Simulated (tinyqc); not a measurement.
Single-domain magnet: Stoner-Wohlfarth switching, Neel-Arrhenius retention, LLG dynamics and spin torque: one step, computed by the program tinyqc.

The moment is uniform, with unit vector m; z is the easy axis. mu_0 = 1.25663706212e-6 T m/A, gamma = 1.76085963023e11 rad/(s T).

Question. Effective anisotropy. The disc is treated as an oblate spheroid with p = t/d: N_z = [1 - p arccos(p)/sqrt(1 - p^2)]/(1 - p^2); V = pi d^2 t/4; K_eff = K_u + K_i/t + K_shape, K_shape = -(mu_0 M_s^2/4)(3 N_z - 1); mu_0 H_K = 2 K_eff/M_s.

Inputs (values chosen for the exercise, for a model magnet): saturation magnetisation M_s = 1220 kA/m; diameter d = 16 nm; thickness t = 1.2 nm; interface anisotropy K_i = 1.61 mJ/m^2; bulk anisotropy K_u = 52 kJ/m^3.

Shape: thin disc, easy axis normal to it.

Give: demagnetising factor N_z; volume V; K_shape; K_eff; anisotropy field mu_0 H_K.

Answer.

demagnetising factor N_z = 0.8925

volume V = 241.3 nm^3

K_shape = -784.4 kJ/m^3

K_eff = 609.2 kJ/m^3

anisotropy field mu_0 H_K = 0.9988 T

Shape works against the easy axis and takes 56 % of the other terms. Caution: a flat cylinder has a smaller N_z than the spheroid of the same t/d, so K_eff of a real disc is larger.
